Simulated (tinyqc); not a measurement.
Electroplating on a thin resistive seed layer: kinetics, Wagner number and the terminal effect across a wafer: one step, computed by the program tinyqc.

Current enters the seed at the rim. The bath is treated as a local resistance per area (no lateral flow in the liquid), two electrons per ion, molar volume 7.11 cm^3/mol, Faraday constant F = e N_A, kinematic viscosity 0.01 cm^2/s, omega = 2 pi x rpm/60; k_B T/e is in volts.

Problem. Rate, limit and resistances. Growth rate = i V_m/(2 F). Levich limit i_L = 0.62 x 2 F D^(2/3) omega^(1/2) nu^(-1/6) c. Tafel overpotential eta = (k_B T/(alpha e)) ln(i/i_0); kinetic resistance k_B T/(alpha e i); bath resistance h/kappa + plate; R_s = resistivity/t; Wagner number = kinetic resistance x kappa/R.

Inputs (values chosen for the exercise, of the order of those for copper plating on a thin cobalt or ruthenium seed):

| quantity | value | unit |
|---|---|---|
| wafer radius R | 10 | cm |
| seed thickness t | 110 | nm |
| seed resistivity | 9.5 | microohm cm |
| bath conductivity kappa | 0.25 | S/cm |
| gap to the anode h | 3.5 | cm |
| extra resistance of a porous plate | 0 | ohm cm^2 |
| exchange current density i_0 | 0.72 | mA/cm^2 |
| cathodic transfer coefficient alpha | 0.77 | - |
| mean current density | 18 | mA/cm^2 |
| diffusivity of the metal ion | 6.3e-06 | cm^2/s |
| metal ion concentration | 0.33 | mol/L |
| rotation rate | 60 | rpm |
| temperature T | 298 | K |

Constants: e = 1.602176634e-19 C; N_A = 6.02214076e+23 1/mol; k_B = 8.617333262e-05 eV/K.

Give: growth rate; limiting current i_L; overpotential; kinetic resistance; bath resistance R_b; sheet resistance R_s; Wagner number.

Solution.

growth rate = 397.9 nm/min

limiting current i_L = 72.73 mA/cm^2

overpotential = 107.4 mV

kinetic resistance = 1.853 ohm cm^2

bath resistance R_b = 14 ohm cm^2

sheet resistance R_s = 0.8636 ohm/square

Wagner number = 0.04632
